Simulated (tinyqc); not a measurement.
# Input admittance of a MOSFET at zero drain bias: distributed channel and distributed gate: effects of single changes

Source and drain grounded, strong inversion, w = 2 pi f, Cox = eps0 eox/tox. The channel is an RC line of resistance 1/(mu Cox Vo) per square fed from both ends, so one finger has the intrinsic admittance y = i w Cox L tanh(g)/g per width, g = (1/2) sqrt(i w tau), tau = L^2/(mu Vo). The vertical resistance rv/L is in series with y, the overlaps 2 i w Cov in parallel: y_t = 1/(1/y + rv/L) + 2 i w Cov. The gate strip is a line of Rsh/L per length loaded by y_t, so a finger has Y = y_t Wf tanh(k)/k, k = (Wf/sd) sqrt(y_t Rsh/L); the device has Nf Y.

Inputs (values chosen for the exercise); values of the order met in silicon radio-frequency transistors: relative permittivity of the gate insulator (close to silicon dioxide) eox = 3.9; insulator thickness tox = 2.3 nm; channel length L = 0.43 um; finger width Wf = 10 um; number of fingers Nf = 1; channel mobility mu = 260 cm^2/(V s); gate overdrive Vo = 0.61 V; sheet resistance of the gate Rsh = 29 ohm/square; vertical resistivity of the gate stack rv = 0 ohm um^2; number of ends at which a finger is contacted sd = 2; overlap and fringe capacitance on each side Cov = 0.27 fF/um; frequency f = 10 GHz.

Constants: eps0 = 8.8541878128e-14 F/cm where lengths are in cm. Results are converted to the units shown.

Each table varies one quantity; the others keep the values above.

## Input impedance against frequency

Low-frequency limits, with c = Cox L and ct = c + 2 Cov: R_strip = Rsh Wf/(3 sd^2 L Nf), R_ch = (c/ct)^2 L/(12 mu Cox Vo Wf Nf), R_vert = (c/ct)^2 rv/(L Wf Nf), C = ct Wf Nf. Z = 1/(Nf Y) = R + 1/(i w C), Q = |Im Z|/R, far-point signal |1/cosh k|.

The same in every row: low-frequency R (ohm) = 69.02.

Input impedance against frequency:
```
f (GHz)     w tau      |k|  R (ohm)  C (fF)       Q  signal at the far point
0.1      0.007325  0.08609    69.02   69.96   329.6                    1.000
0.3       0.02198   0.1491    69.02   69.96   109.9                   0.9999
0.7       0.05128   0.2278    69.01   69.95   47.09                   0.9997
2          0.1465   0.3850    69.00   69.92   16.49                   0.9973
5          0.3663   0.6085    68.93   69.73   6.623                   0.9837
10         0.7325   0.8598    68.67   69.06   3.356                   0.9392
40          2.930    1.689    64.61   59.85   1.029                   0.5557
100         7.325    2.465    56.13   44.27  0.6406                   0.2490
300         21.98    3.267    46.32   23.96  0.4780                   0.1050
```

Read the table: what changes, and by how much?

R falls from 69.0 to 46.3 ohm and C falls from 70.0 to 24.0 fF. Q goes as f^(-1.00) between the first two rows and f^(-0.27) between the last two, where w tau = 22.0 and |k| = 3.27. The low-frequency limits hold both R and C within 5 % up to f = 10 GHz among the rows.

## Dividing a fixed width into fingers

Total width Wf Nf = 10 um; each finger also has a contact resistance Rc at each contacted end, which adds Rc/(sd Nf). The resistances are low-frequency limits, good while |k| is below about 1; the far-point signal is |1/cosh k| at f, without Rc.

The same in every row: R_ch + R_vert (ohm) = 12.82.

Results:
```
Nf   Wf (um)  R_strip (ohm)  Rc/(sd Nf) for Rc = 30 ohm (ohm)  sum (ohm)  signal at the far point
1      10.00          56.20                             15.00      84.02                   0.9392
2      5.000          14.05                             7.500      34.37                   0.9920
4      2.500          3.513                             3.750      20.08                   0.9985
16    0.6250         0.2195                            0.9375      13.97                   0.9999
32    0.3125        0.05488                            0.4688      13.34                    1.000
64    0.1562        0.01372                            0.2344      13.06                    1.000
128  0.07812       0.003430                            0.1172      12.94                    1.000
```

Estimate the missing row, Nf = 8.

Computed row:
```
Nf  Wf (um)  R_strip (ohm)  Rc/(sd Nf) for Rc = 30 ohm (ohm)  sum (ohm)  signal at the far point
8     1.250         0.8781                             1.875      15.57                   0.9997
```

With this row back in the table: R_strip falls as 1/Nf^2, from 56.2 to 0.00343 ohm, the contact term as 1/Nf, and R_ch + R_vert stays at 12.8 ohm since the total width is fixed. The sum is within a factor 1.5 of that floor from Nf = 8 on. More fingers add wiring capacitance, which is left out.

Program tinyqc, `OMP_NUM_THREADS=1 python tinyqc.py 2262174 2262175 out.jsonl`; Intel Xeon 2.30GHz, shared host, one thread, about 0.01 s.
